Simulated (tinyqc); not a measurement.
Thin-film optics by transfer matrices: sweeps and comparisons. A value that a table varies takes the place of the one given here.

Indices N = n + i k. Snell: N0 sin(theta) = N_j sin(theta_j), with Im(N_j cos theta_j) >= 0. Admittance y_j = N_j cos theta_j for s and N_j/cos theta_j for p. Phase delta_j = 2 pi N_j cos theta_j d_j/lambda. Layer matrix [[cos delta, -i sin delta/y], [-i y sin delta, cos delta]], multiplied from the top down to M. (B, C) = M (1, y_sub); r = (y0 B - C)/(y0 B + C), R = |r|^2, T = 4 Re y0 Re y_sub/|y0 B + C|^2, absorbed in the films 1 - R - T.

Ellipsometry: rho = tan(Psi) exp(i Delta) = -conj(r_p/r_s) with the r of the admittance formula, Delta in 0 to 360 degrees, so that a bare dielectric at small angles gives Delta = 180.

Inputs chosen for the exercise (indices near those of Si3N4 on Si; shifted at random, so the results belong to these values and not to a real crystal):
- lam = 248 nm (vacuum wavelength)
- n0 = 1 (ambient index)
- n = (2.297, 1.587) (n of Si3N4, substrate)
- k = (0.005, 3.54) (k in the same order)
- d = (19.4) nm (thicknesses, top first)
- theta = 70 degrees (angle of incidence)
- pol = p (polarisation)

## Swing curve: thickness of the top film

The first entry of d takes the values listed.

Stack:
```
d_1 (nm)       R       T  absorbed
19.4      0.4833  0.5078    0.0089
29.3      0.4533  0.5319    0.0149
39.1      0.3953  0.5844    0.0203
49.0      0.3647  0.6120    0.0233
58.8      0.3985  0.5775    0.0240
68.7      0.4515  0.5230    0.0255
78.6      0.4699  0.5003    0.0298
88.4      0.4401  0.5233    0.0366
98.3      0.3813  0.5746    0.0441
108.1     0.3508  0.6010    0.0481
118.0     0.3850  0.5675    0.0475
127.9     0.4384  0.5147    0.0469
137.7     0.4570  0.4929    0.0501
```

R swings between 0.3508 and 0.4833 on these points. The period is lambda/(2 Re(N_1 cos theta_1)) = 59.2 nm, six rows. The film absorbs, so the curve does not repeat exactly: the swing is 0.1185 in the first period and 0.1191 in the second. The swing ratio (max - min)/mean is 0.31.

## Angle of incidence

Both polarisations.

Stack:
```
theta (degrees)     R_s     R_p    Psi   Delta
0                0.1644  0.1644  45.00  180.00
15               0.1557  0.1699  46.25  179.41
30               0.1290  0.1910  50.58  176.41
45               0.0847  0.2423  59.41  166.22
55               0.0508  0.3065  67.85  148.03
60               0.0375  0.3523  71.94  130.24
65               0.0323  0.4103  74.32  102.64
70               0.0445  0.4833  73.13   69.99
75               0.0911  0.5747  68.29   43.82
80               0.2061  0.6884  61.31   25.64
85               0.4588  0.8286  53.35   11.92
```

R_s and R_p agree at normal incidence (0.1644). R_p is lowest at 0 degrees of those listed (0.1644), where R_s = 0.1644: the two agree there by symmetry, and no oblique row falls below it. R_s does not rise steadily, because the phase thickness of the films changes with the angle. R_p exceeds R_s at 15, 30, 45, 55, 60, 65, 70, 75, 80 and 85 degrees, where Psi is above 45.

## Sensitivity of the reflectance

R for both polarisations. Each row changes one parameter from the base and keeps the others.

Results:
```
case                   R_s     R_p     T_s
base                0.0445  0.4833  0.9352
d = (24.4) nm       0.2364  0.4738  0.7413
n = (2.343, 1.587)  0.0141  0.4749  0.9648
k = (0.005, 3.904)  0.0970  0.5296  0.8820
lam = 253 nm        0.0703  0.4835  0.9105
theta = 75 degrees  0.0911  0.5747  0.8894
```

The largest shifts from the base row, up to three for each result and ties (the steps differ in size, so this ranks the rows, not the parameters). R_s: d +0.1920, k +0.0525, theta +0.0467. R_p: theta +0.0914, k +0.0463, d -0.0095. T_s: d -0.1939, k -0.0532, theta -0.0458.

(tinyqc, `OMP_NUM_THREADS=1 python tinyqc.py 1681031 1681032 out.jsonl`, Intel(R) Xeon(R) Processor @ 2.30GHz, 1 thread, shared host, about 0.01 s.)
